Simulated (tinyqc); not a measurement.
Worked calculation: plane-wave Kohn-Sham cycle with exchange-only LDA in a layered model solid. One step of it, computed by the program tinyqc.

Problem. Iteration 2: levels at that k. Diagonalise the Hermitian matrix.

H (hartree), order -3, -2, -1, +0, +1, +2, +3:
```
[[4.281752, -0.392061, -0.002420, -0.000412, 0.000049, 0.000021, 0.000000],
 [-0.392061, 1.795079, -0.392061, -0.002420, -0.000412, 0.000049, 0.000021],
 [-0.002420, -0.392061, 0.303075, -0.392061, -0.002420, -0.000412, 0.000049],
 [-0.000412, -0.002420, -0.392061, -0.194260, -0.392061, -0.002420, -0.000412],
 [0.000049, -0.000412, -0.002420, -0.392061, 0.303075, -0.392061, -0.002420],
 [0.000021, 0.000049, -0.000412, -0.002420, -0.392061, 1.795079, -0.392061],
 [0.000000, 0.000021, 0.000049, -0.000412, -0.002420, -0.392061, 4.281752]]
```

Give: eigenvalues.

Solution.

eigenvalues (hartree): [-0.5748, 0.2065, 0.5726, 1.8329, 1.8425, 4.3429, 4.3429]
